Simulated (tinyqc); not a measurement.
Undoped symmetric double-gate MOSFET, analytic potential model: two steps of the calculation.

An undoped body of thickness ts between two equal insulators and tied gates; long channel, electrons only, n = ni exp((psi - V)/Vt) with V the quasi-Fermi potential (0 at the source, Vd at the drain), constant mobility, no quantisation. Across the body psi(x) = V - 2 Vt ln[(ts/(2 beta)) sqrt(q ni/(2 eps0 eps_r Vt)) cos(2 beta x/ts)], x from the centre. Q is the electron charge per area of the whole body.

Inputs (values chosen for the exercise); material values close to those of silicon: temperature T = 250 K; band gap Eg = 1.14 eV; relative permittivity of the semiconductor eps_r = 11.8; conduction-band density of states at T Nc = 2.1e19 cm^-3; valence-band density of states at T Nv = 2.05e19 cm^-3; relative permittivity of the gate insulator eox = 7.37; insulator thickness tox = 3.3 nm; body thickness ts = 15 nm; gate work function less that of the intrinsic body dphi = 0.01 V; gate voltage Vg = 1.04 V.

Constants: q = 1.602176634e-19 C, kB = 1.380649e-23 J/K, Vt = kB T/q, eps0 = 8.8541878128e-14 F/cm where lengths are in cm. Results are converted to the units shown.

Problem 1. Constants of the body. ni = sqrt(Nc Nv) exp(-Eg/(2 Vt)), Eg in volts; r = eps_r tox/(eox ts); V0 = dphi + 2 Vt ln[(2/ts) sqrt(2 eps0 eps_r Vt/(q ni))].

Wanted: ni; r; V0.

Solution 1.

ni = 6.703e7 cm^-3
r = 0.3522
V0 = 0.4997 V

Problem 2. beta at the source by Newton steps. With V = 0: f = ln(beta) - ln(cos beta) + 2 r beta tan(beta) - (Vg - V0)/(2 Vt); f' = 1/beta + tan(beta) + 2 r [tan(beta) + beta/cos^2(beta)]; beta(new) = beta - f/f'.

beta at the start = 1.5
r = 0.35223881
V0 = 0.49971641 V

Give: f; f'; beta after iteration 1.

Solution 2.

f = 5.416
f' = 235.9
beta after iteration 1 = 1.477

Numbers from tinyqc (`OMP_NUM_THREADS=1 python tinyqc.py 2440072 2440073 out.jsonl`; about 0.02 s on one thread of a shared Intel Xeon 2.30GHz).
